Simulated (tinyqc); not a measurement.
CCD on RHF in the sto-3g basis, for H3+, spin multiplicity 1, step by step. One step of it, computed by the program tinyqc.

Problem. CCD: starting amplitudes. t_ij^ab = <ij||ab> / (e_i + e_j - e_a - e_b), whose energy is MP2.

orbital energies (hartree): MO1 -1.031961, MO2 -0.142993, MO3 -0.079355

Two-electron integrals over orbitals (pq|rs), unique and non-zero (hartree):
```
(11|11) 0.554871    (21|11) -0.010251   (21|21) 0.144647    (22|11) 0.535464
(22|21) 0.102548    (22|22) 0.635651    (31|31) 0.145999    (32|31) -0.097564
(32|32) 0.073634    (33|11) 0.548492    (33|21) -0.106156   (33|22) 0.466106
(33|33) 0.639614
```

Give: Starting amplitudes; correlation energy.

Solution.

Starting amplitudes (spin orbitals 1a, 1b, ...; amplitudes related by a flip of all spins are not repeated):

| from | to | t |
|---|---|---|
| 1a 1b | 2a 2b | -0.0814 |
| 1a 1b | 3a 3b | -0.0766 |

correlation energy = -0.022956 hartree
